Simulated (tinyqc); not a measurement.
On-chip power grid, static voltage drop by conjugate gradients: two steps of the calculation.

A grid of 3 rows and 4 columns, node k = 4 row + column. Neighbours in a row are joined by Rx, in a column by Ry; pad nodes, which reach the supply through Rp: 0, 8. Each node draws I0, node 2 draws kh I0. The drops u = Vdd - V solve G u = i, with G the conductance matrix (1/Rp added on the diagonal at pad nodes).

Parameters, values chosen for the exercise: resistance of a horizontal segment Rx = 0.37 ohm; resistance of a vertical segment Ry = 0.39 ohm; resistance from a pad node to the supply Rp = 0.14 ohm; load current of an ordinary node I0 = 11 mA; factor on the load at the hot node kh = 3.

Question 1. Diagonal of G, loads and first direction. G_kk = sum of the conductances at node k. Start u = 0, so the residual is r = i; p = r.

Find: G_kk; r at the start; p at the start.

Answer 1.

G_kk (S):

|  | col 0 | col 1 | col 2 | col 3 |
|---|---|---|---|---|
| row 0 | 12.410 | 7.9695 | 7.9695 | 5.2668 |
| row 1 | 7.8309 | 10.534 | 10.534 | 7.8309 |
| row 2 | 12.410 | 7.9695 | 7.9695 | 5.2668 |

r at the start (mA):

|  | col 0 | col 1 | col 2 | col 3 |
|---|---|---|---|---|
| row 0 | 11.000 | 11.000 | 33.000 | 11.000 |
| row 1 | 11.000 | 11.000 | 11.000 | 11.000 |
| row 2 | 11.000 | 11.000 | 11.000 | 11.000 |

p at the start (mA):

|  | col 0 | col 1 | col 2 | col 3 |
|---|---|---|---|---|
| row 0 | 11.000 | 11.000 | 33.000 | 11.000 |
| row 1 | 11.000 | 11.000 | 11.000 | 11.000 |
| row 2 | 11.000 | 11.000 | 11.000 | 11.000 |

Question 2. Conjugate-gradient step. q = G p; a = (r.r)/(p.q); u(new) = u + a p; r(new) = r - a q; b = (r.r)(new)/(r.r); p(new) = r(new) + b p.

u after iteration 1 (mV):

|  | col 0 | col 1 | col 2 | col 3 |
|---|---|---|---|---|
| row 0 | 4.765644 | 4.765644 | 14.296933 | 4.765644 |
| row 1 | 4.765644 | 4.765644 | 4.765644 | 4.765644 |
| row 2 | 4.765644 | 4.765644 | 4.765644 | 4.765644 |

r after iteration 1 (mA):

|  | col 0 | col 1 | col 2 | col 3 |
|---|---|---|---|---|
| row 0 | -23.040317 | 36.760240 | -42.959683 | 36.760240 |
| row 1 | 11.000000 | 11.000000 | 35.439202 | 11.000000 |
| row 2 | -23.040317 | 11.000000 | 11.000000 | 11.000000 |

p after iteration 1 (mA):

|  | col 0 | col 1 | col 2 | col 3 |
|---|---|---|---|---|
| row 0 | 11.467930 | 71.268487 | 60.565059 | 71.268487 |
| row 1 | 45.508247 | 45.508247 | 69.947449 | 45.508247 |
| row 2 | 11.467930 | 45.508247 | 45.508247 | 45.508247 |

Find: q; a; u after iteration 2; r after iteration 2; b; p after iteration 2.

Answer 2.

q (mA S):

|  | col 0 | col 1 | col 2 | col 3 |
|---|---|---|---|---|
| row 0 | -166.99 | 256.60 | -81.91 | 94.98 |
| row 1 | 174.57 | -132.10 | 218.83 | -132.10 |
| row 2 | -97.37 | 92.00 | -62.66 | 0.00 |

a = 0.25626 ohm

u after iteration 2 (mV):

|  | col 0 | col 1 | col 2 | col 3 |
|---|---|---|---|---|
| row 0 | 7.704 | 23.029 | 29.817 | 23.029 |
| row 1 | 16.427 | 16.427 | 22.690 | 16.427 |
| row 2 | 7.704 | 16.427 | 16.427 | 16.427 |

r after iteration 2 (mA):

|  | col 0 | col 1 | col 2 | col 3 |
|---|---|---|---|---|
| row 0 | 19.752 | -28.996 | -21.969 | 12.421 |
| row 1 | -33.733 | 44.852 | -20.636 | 44.852 |
| row 2 | 1.911 | -12.576 | 27.058 | 11.000 |

b = 1.1157

p after iteration 2 (mA):

|  | col 0 | col 1 | col 2 | col 3 |
|---|---|---|---|---|
| row 0 | 32.547 | 50.517 | 45.603 | 91.934 |
| row 1 | 17.039 | 95.625 | 57.403 | 95.625 |
| row 2 | 14.706 | 38.197 | 77.831 | 61.773 |

Numbers from tinyqc (`OMP_NUM_THREADS=1 python tinyqc.py 2770133 2770134 out.jsonl`; about 0.09 s on one thread of a shared Intel Xeon 2.30GHz).
